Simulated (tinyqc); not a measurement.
Self-heating of a transistor with one or more fingers, with temperature-dependent conductivity: one step, computed by the program tinyqc. Command: `OMP_NUM_THREADS=1 python tinyqc.py 3021660 3021661 out.jsonl selfheat walk`. One thread of a shared host (Intel(R) Xeon(R) Processor @ 2.30GHz), about 0.09 s of CPU time with the checks.

N long parallel fingers lie on the top face of a slab whose bottom is held at T_0; the top is otherwise insulated, and heat flows in two dimensions. P in W/mm is 1000 P in W/m.

Task: Linear temperature rise of each finger. theta_i = (P/(pi kappa_0)) [g_0 + sum over j != i of g(|i - j| s)], with equal powers and constant conductivity; thermal resistance = largest theta/P.

Inputs (values chosen for the exercise, modelled on silicon): conductivity at the base temperature kappa_0 = 117 W/(m K); power per gate width P = 1.3 W/mm; fingers N = 3.

Power: fixed power.

own factor g_0 = 7.137719

g(j s), j = 1..7: 2.440080  1.754500  1.361471  1.090841  0.889033  0.731938  0.606469

Give: theta of each finger; largest theta; thermal resistance.

Result:

theta of each finger (K): 40.08  42.50  40.08

largest theta = 42.50 K

thermal resistance = 32.70 K mm/W

The neighbours supply 41 % of the rise of the hottest finger, which runs 2.4 K above the outer ones.
